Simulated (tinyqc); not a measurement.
# Worked calculation: p-n diode, drift-diffusion by the Gummel loop with Scharfetter-Gummel fluxes

tinyqc, about 0.1 s, one thread, Intel Xeon 2.30GHz (shared host): `OMP_NUM_THREADS=1 python tinyqc.py 2240103 2240104 out.jsonl` Printed values are rounded.

Abrupt junction at x = 0, p side from -Lp, n side to Ln, ohmic contacts. psi is counted from the intrinsic level; n = ni exp((psi - phin)/Vt), p = ni exp((phip - psi)/Vt). Contacts: p side psi = V - Vt ln(Na/ni), p = Na, n = ni^2/Na; n side psi = Vt ln(Nd/ni), n = Nd, p = ni^2/Nd. Constant mobilities, D = mu Vt, Boltzmann statistics, SRH recombination through a mid-gap level, U = (n p - ni^2)/(tp (n + ni) + tn (p + ni)). Current is positive from the p contact to the n contact.

Inputs (values chosen for the exercise); band and dielectric values those of a made-up semiconductor:
- T = 300 K (temperature)
- Eg = 0.947 eV (band gap)
- eps_r = 15.2 (relative permittivity)
- Nc = 3.18e19 cm^-3 (conduction-band density of states at T)
- Nv = 2.48e19 cm^-3 (valence-band density of states at T)
- Na = 1.2e16 cm^-3 (acceptor density of the p side)
- Nd = 2.6e16 cm^-3 (donor density of the n side)
- mun = 1200 cm^2/(V s) (electron mobility)
- mup = 430 cm^2/(V s) (hole mobility)
- tn = 2e-8 s (SRH lifetime of electrons)
- tp = 3e-8 s (SRH lifetime of holes)
- G = 0 cm^-3 s^-1 (uniform generation rate)
- V = 0.36 V (bias of the p contact)

Constants: q = 1.602176634e-19 C, kB = 1.380649e-23 J/K, Vt = kB T/q, eps0 = 8.8541878128e-14 F/cm where lengths are in cm. Results are converted to the units shown.

## Intrinsic density and built-in voltage

ni = sqrt(Nc Nv) exp(-Eg/(2 Vt)), Eg in volts; Vbi = Vt ln(Na Nd/ni^2).

ni = 3.118814e11 cm^-3
Vbi = 0.5658687 V

## Round 1: Poisson equation

| node | x (nm) | phin at the start (V) | phip at the start (V) |
|---|---|---|---|
| 0 | -4600 | 0.36 | 0.36 |
| 1 | -2580 | 0 | 0.36 |
| 2 | -1430 | 0 | 0.36 |
| 3 | -761 | 0 | 0.36 |
| 4 | -380 | 0 | 0.36 |
| 5 | -161 | 0 | 0.36 |
| 6 | -36 | 0 | 0.36 |
| 7 | 36 | 0 | 0.36 |
| 8 | 158 | 0 | 0.36 |
| 9 | 364 | 0 | 0.36 |
| 10 | 712 | 0 | 0.36 |
| 11 | 1300 | 0 | 0.36 |
| 12 | 2300 | 0 | 0 |

With phin and phip held, solve a_i (psi_(i+1) - psi_i) - a_(i-1) (psi_i - psi_(i-1)) + q w_i (p_i - n_i + C_i) = 0 for the inner nodes by Newton steps to convergence; a_i = eps0 eps_r/h_i, h_i = x_(i+1) - x_i, w_i = (h_(i-1) + h_i)/2, C = -Na or +Nd.

| node | psi (V) | n after Poisson (cm^-3) | p after Poisson (cm^-3) |
|---|---|---|---|
| 0 | 0.0870599 | 8.105835e6 | 1.2e16 |
| 1 | 0.0870404 | 9.040755e12 | 1.200904e16 |
| 2 | 0.0870404 | 9.040752e12 | 1.200904e16 |
| 3 | 0.0870416 | 9.041159e12 | 1.200850e16 |
| 4 | 0.0871713 | 9.086636e12 | 1.194840e16 |
| 5 | 0.0919925 | 1.094955e13 | 9.915545e15 |
| 6 | 0.1483764 | 9.696255e13 | 1.119718e15 |
| 7 | 0.2735323 | 1.227807e16 | 8.842657e12 |
| 8 | 0.2921627 | 2.524101e16 | 4.301364e12 |
| 9 | 0.2929217 | 2.599310e16 | 4.176907e12 |
| 10 | 0.2929327 | 2.600412e16 | 4.175136e12 |
| 11 | 0.2929327 | 2.600417e16 | 4.175128e12 |
| 12 | 0.2929286 | 2.6e16 | 3.741155e6 |

## Round 1: electron continuity

With psi and p held, F_i = (mun Vt/h_i) [n_(i+1) B(d_i) - n_i B(-d_i)], d_i = (psi_(i+1) - psi_i)/Vt, B(d) = d/(exp(d) - 1); solve F_i - F_(i-1) = w_i [(n_i p_i - ni^2)/den_i - G] for the new n, with den = tp (n + ni) + tn (p + ni) taken at the old n and p, h_i = x_(i+1) - x_i, w_i = (h_(i-1) + h_i)/2; phin = psi - Vt ln(n/ni).

| node | new n (cm^-3) | phin after round 1 (V) |
|---|---|---|
| 0 | 8.105835e6 | 0.3600000 |
| 1 | 3.904917e12 | 0.0217029 |
| 2 | 6.243425e12 | 0.0095708 |
| 3 | 7.665295e12 | 0.0042678 |
| 4 | 8.540217e12 | 0.0016033 |
| 5 | 1.082820e13 | 0.0002881 |
| 6 | 9.690587e13 | 0.0000151 |
| 7 | 1.227537e16 | 0.0000057 |
| 8 | 2.523589e16 | 0.0000052 |
| 9 | 2.598833e16 | 0.0000047 |
| 10 | 2.600020e16 | 0.0000039 |
| 11 | 2.600169e16 | 0.0000025 |
| 12 | 2.6e16 | 0.0000000 |

## Round 1: hole continuity

With psi and the new n held, F_i = (mup Vt/h_i) [p_(i+1) B(-d_i) - p_i B(d_i)], d_i = (psi_(i+1) - psi_i)/Vt, B(d) = d/(exp(d) - 1); solve F_i - F_(i-1) = w_i [(n_i p_i - ni^2)/den_i - G] for the new p, with den = tp (n + ni) + tn (p + ni) taken at the new n and the old p, h_i = x_(i+1) - x_i, w_i = (h_(i-1) + h_i)/2; phip = psi + Vt ln(p/ni).

| node | new p (cm^-3) | phip after round 1 (V) |
|---|---|---|
| 0 | 1.2e16 | 0.3600000 |
| 1 | 1.200241e16 | 0.3599857 |
| 2 | 1.199896e16 | 0.3599783 |
| 3 | 1.199658e16 | 0.3599743 |
| 4 | 1.193556e16 | 0.3599722 |
| 5 | 9.904402e15 | 0.3599709 |
| 6 | 1.118340e15 | 0.3599681 |
| 7 | 8.802414e12 | 0.3598821 |
| 8 | 4.111044e12 | 0.3588301 |
| 9 | 3.597519e12 | 0.3561396 |
| 10 | 2.930135e12 | 0.3508458 |
| 11 | 1.828995e12 | 0.3386623 |
| 12 | 3.741155e6 | 0.0000000 |

## Course of the Gummel loop

Stop when phin and phip change by less than 1e-8 V, or after 80 rounds. J = Jn at the p contact + Jp at the n contact + q sum w_i U_i - q G sum w_i over the inner nodes, which avoids differences of large majority fluxes: Jn = (q mun Vt/h_0)[n_1 B(d_0) - n_0 B(-d_0)], Jp = (q mup Vt/h_last)[p_(N-1) B(d_last) - p_N B(-d_last)], d_i = (psi_(i+1) - psi_i)/Vt, B(d) = d/(exp(d) - 1), w_i = (h_(i-1) + h_i)/2.

Course of the iteration:

| round | J (A/cm^2) | largest change of phin, phip (V) |
|---|---|---|
| 1 | 0.1545756 | 0.0217 |
| 2 | 0.1545198 | 8.65e-6 |
| 3 | 0.1545199 | 1.04e-8 |
| 4 | 0.1545199 | 5.63e-12 |

Converged in 4 rounds.

## Recombination and current

| node | converged psi (V) | converged n (cm^-3) | converged p (cm^-3) |
|---|---|---|---|
| 0 | 0.0870599 | 8.105835e6 | 1.2e16 |
| 1 | 0.0870372 | 3.903124e12 | 1.200390e16 |
| 2 | 0.0870248 | 6.238328e12 | 1.200624e16 |
| 3 | 0.0870189 | 7.657783e12 | 1.200712e16 |
| 4 | 0.0871448 | 8.531138e12 | 1.194782e16 |
| 5 | 0.0919654 | 1.081679e13 | 9.914823e15 |
| 6 | 0.1483640 | 9.685932e13 | 1.118879e15 |
| 7 | 0.2735345 | 1.227645e16 | 8.801660e12 |
| 8 | 0.2921676 | 2.524069e16 | 4.110258e12 |
| 9 | 0.2929259 | 2.599252e16 | 3.596889e12 |
| 10 | 0.2929353 | 2.600287e16 | 2.929733e12 |
| 11 | 0.2929329 | 2.600183e16 | 1.828886e12 |
| 12 | 0.2929286 | 2.6e16 | 3.741155e6 |

U_i as defined. J = Jn at the p contact + Jp at the n contact + q sum w_i U_i - q G sum w_i over the inner nodes, which avoids differences of large majority fluxes: Jn = (q mun Vt/h_0)[n_1 B(d_0) - n_0 B(-d_0)], Jp = (q mup Vt/h_last)[p_(N-1) B(d_last) - p_N B(-d_last)], d_i = (psi_(i+1) - psi_i)/Vt, B(d) = d/(exp(d) - 1), w_i = (h_(i-1) + h_i)/2.

| node | U (cm^-3 s^-1) |
|---|---|
| 0 | 0 |
| 1 | 1.950480e20 |
| 2 | 3.116529e20 |
| 3 | 3.824980e20 |
| 4 | 4.260723e20 |
| 5 | 5.399130e20 |
| 6 | 4.283725e21 |
| 7 | 2.932358e20 |
| 8 | 1.369908e20 |
| 9 | 1.198827e20 |
| 10 | 9.764834e19 |
| 11 | 6.095867e19 |
| 12 | 0 |

Jn at the p contact = 0.09608076 A/cm^2
Jp at the n contact = 0.03257576 A/cm^2
recombination = 0.02586334 A/cm^2
generation = 0 A/cm^2
J = 0.1545199 A/cm^2

A 500-node mesh gives J = 0.1529 A/cm^2; this mesh differs from it by 0.0016 A/cm^2 (1.1 %).
